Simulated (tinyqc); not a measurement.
Transfer-length model of a contact: two steps of the calculation.

A metal contact of length d and width W on a thin layer of the same width. The metal has no resistance, the sheet resistance under it equals Rsh, and current enters the layer at the front edge x = 0.

Inputs (values chosen for the exercise): specific contact resistivity rc = 2.1e-7 ohm cm^2; contact length d = 0.1 um; contact width W = 6.4 um.

Task 1. Straight-line fit. Pairs of such contacts at gaps L have R_T = Rsh L/W + 2 Rc. The values of R_T were made from Rsh and rc and are treated as data. Least squares: slope = sum (L - mean L)(R_T - mean R_T)/sum (L - mean L)^2, intercept = mean R_T - slope mean L. Rsh = slope W, Rc = intercept/2, and A = Rc/slope is half the distance from the origin to the zero of the line.

```
gap  L (um)  R_T (ohm)
1      0.31     205.16
2      0.68     343.91
3       1.5     651.41
4       3.2     1288.9
```

Give: slope; intercept; Rsh; Rc; A.

Result 1.

slope = 375.0 ohm/um
intercept = 88.91 ohm
Rsh = 2400 ohm/sq
Rc = 44.46 ohm
A = 0.1186 um

Task 2. Contact resistivity. rc = Rsh Lt^2. Short cuts: Rsh A^2 (long contact, Lt = A) and Rc W d (short contact, even current).

Rsh = 2399.9770 ohm/sq
Rc = 44.456302 ohm
A = 0.11855127 um
converged Lt = 0.093546404 um

Find: rc; Rsh A^2; Rc W d.

Result 2.

rc = 2.100e-7 ohm cm^2
Rsh A^2 = 3.373e-7 ohm cm^2
Rc W d = 2.845e-7 ohm cm^2

The extracted rc is within 0.01 % of the value 2.1e-7 ohm cm^2 that made the data.

tinyqc, about 0.01 s, one thread, Intel Xeon 2.30GHz (shared host): `OMP_NUM_THREADS=1 python tinyqc.py 2760020 2760021 out.jsonl`
